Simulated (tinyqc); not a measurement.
Worked calculation: plane-wave Kohn-Sham cycle with exchange-only LDA in a layered model solid. One step of it, computed by the program tinyqc.

Problem. Iteration 1: Hamiltonian at one k. H(m,m') = (k + G_m)^2/2 delta + V(G_m - G_m'), with V(-G) = V(G).

A solid whose potential varies along x alone (atomic units):

| parameter | value |
|---|---|
| period a | 14.200000 |
| cross-section of the cell | 20.000000 |
| electrons per cell | 4 |
| grid points | 16 |
| plane waves -n..n, n | 2 |
| k points | 1 |
| V1 in V1 cos(2 pi x/a) | -0.750000 |
| V2 in V2 cos(4 pi x/a) | -0.170000 |

V(G_m), m = 0, 1, 2, ... (hartree): -0.237814  -0.375000  -0.085000  0.000000  0.000000

k = 0.000000 2 pi / a

Give: H.

Solution.

H (hartree):
```
        -2      -1      +0      +1      +2
-2   0.154  -0.375  -0.085   0.000   0.000
-1  -0.375  -0.140  -0.375  -0.085   0.000
+0  -0.085  -0.375  -0.238  -0.375  -0.085
+1   0.000  -0.085  -0.375  -0.140  -0.375
+2   0.000   0.000  -0.085  -0.375   0.154
```
